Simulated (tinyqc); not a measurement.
## Ideality from Voc and Vmp

Question. An ideal cell J = Jsc - J0 (exp(V/(n Vt)) - 1) has exp((Voc - Vmp)/(n Vt)) = 1 + Vmp/(n Vt) at maximum power. Find n, J0 and FF.

Parameters, values chosen for the exercise: temperature T = 298.15 K.

Constants: q = 1.602176634e-19 C, kB = 1.380649e-23 J/K, Vt = kB T/q. Results are converted to the units shown.

Jsc = 43.5 mA/cm^2
Voc = 0.18588224 V
Vmp = 0.12661102 V

Solution. With a = n Vt, a ln(1 + Vmp/a) rises steadily with a, so Voc - Vmp fixes it; J0 follows from Voc.

n = 1.690
J0 = 6.100e-4 A/cm^2
FF = 0.5143

Program tinyqc, `OMP_NUM_THREADS=1 python tinyqc.py 2280105 2280106 out.jsonl`; Intel Xeon 2.30GHz, shared host, one thread, about 0.01 s.
